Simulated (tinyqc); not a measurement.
# MOS inversion layer, Poisson-Schroedinger loop: effect of the sheet density of electrons

Electrons confined at an insulator interface at z = 0, treated as a hard wall; parabolic valleys, Hartree approximation, no image or exchange terms. The depletion charge lies far deeper than the electrons and gives a uniform field q Nd/(eps0 eps_r); the gate balances all charge. Energies are counted from the band edge at the interface.

Schroedinger equation -(C/mz) psi'' + (V0 + U + dE for set B) psi = E psi, C = hbar^2/(2 m0), psi(0) = 0, on a uniform mesh of 800 nodes with a far wall at 41 nm, 8 levels a set; V0 = q Nd z/(eps0 eps_r); dU/dz = q (Ns - integral of n from 0 to z)/(eps0 eps_r), U(0) = 0; N_k = g md m0 q Vt/(pi hbar^2) ln(1 + exp((EF - E_k)/Vt)), g the number of valleys of the set, sum N_k = Ns. Triangular well: E_k = a_k (C F^2/mz)^(1/3), a_1 = 2.338107, a_2 = 4.087949, C = hbar^2/(2 m0), F in eV/nm. Fang-Howard (all electrons in the lowest level of set A): b^3 = 6 (mz1/C) q (Nd + 11 Ns/32)/(eps0 eps_r), centroid 3/b, level C b^2/(4 mz1) + (3/b) q (Nd + 11 Ns/16)/(eps0 eps_r). The centroid adds 3.9 z_av/eps_r to an oxide-equivalent thickness.

Values chosen for this exercise; masses and permittivity close to those of silicon (100): temperature T = 200 K; relative permittivity eps_r = 11.8; mass along z of valley set A (2 valley(s)) mz1 = 0.931 m0; in-plane density-of-states mass of set A md1 = 0.189 m0; mass along z of valley set B (4 valley(s)) mz2 = 0.189 m0; in-plane density-of-states mass of set B md2 = 0.423 m0; sheet density of depletion charge Nd = 3e11 cm^-2; extra shift of set B (strain) dE = 0.11 eV.

Constants: q = 1.602176634e-19 C, kB = 1.380649e-23 J/K, hbar = 1.054571817e-34 J s, m0 = 9.1093837015e-31 kg, Vt = kB T/q, eps0 = 8.8541878128e-14 F/cm where lengths are in cm, hbar^2/(2 m0) = 0.0380998212 eV nm^2. Results are converted to the units shown.

Effect of the sheet density of electrons:

| Ns (cm^-2) | A1 (meV) | B1 (meV) | EF (meV) | share of A1 (%) | share of set A (%) | centroid z_av (nm) | added oxide equivalent (nm) | Fang-Howard centroid (nm) |
|---|---|---|---|---|---|---|---|---|
| 1e11 | 26.2 | 153 | -39.4 | 59.9 | 99.8 | 4.71 | 1.56 | 3.30 |
| 2.1e11 | 30.1 | 158 | -21.9 | 62.0 | 99.8 | 4.47 | 1.48 | 3.18 |
| 4.5e11 | 37.9 | 169 | 0.628 | 65.7 | 99.8 | 4.06 | 1.34 | 2.98 |
| 9.7e11 | 52.6 | 188 | 31.2 | 71.1 | 99.8 | 3.49 | 1.15 | 2.67 |
| 2.1e12 | 78.9 | 222 | 75.4 | 77.4 | 99.9 | 2.85 | 0.941 | 2.27 |
| 4.4e12 | 122 | 277 | 140 | 82.6 | 99.9 | 2.27 | 0.750 | 1.88 |
| 9.4e12 | 196 | 371 | 246 | 85.6 | 99.9 | 1.79 | 0.590 | 1.50 |
| 2e13 | 321 | 533 | 429 | 85.1 | 99.9 | 1.43 | 0.471 | 1.19 |

What does the table show?

As Ns goes from 1e11 to 2e13, A1 rises from 26.2 to 321 meV, the share of A1 goes from 59.9 through a maximum of 85.6 (at Ns = 9.4e12 among the rows listed) to 85.1 % and the centroid falls from 4.71 to 1.43 nm. A1 goes as Ns^(0.65) between the last two rows (a triangular well in the field of that charge alone gives 2/3). EF lies more than 2 meV above A1 for Ns = 4.4e12, 9.4e12, 2e13. The Fang-Howard centroid is 30 % below the full one in the first row, where A1 holds 59.9 %, and 17 % below it in the last, where A1 holds 85.1 %. For Ns = 1e11 the eighth level of a set still holds over 0.4 % of the electrons, so more levels and a farther wall would raise the centroid.

Numbers from tinyqc (`OMP_NUM_THREADS=1 python tinyqc.py 2160086 2160087 out.jsonl`; about 0.5 s on one thread of a shared Intel Xeon 2.30GHz).
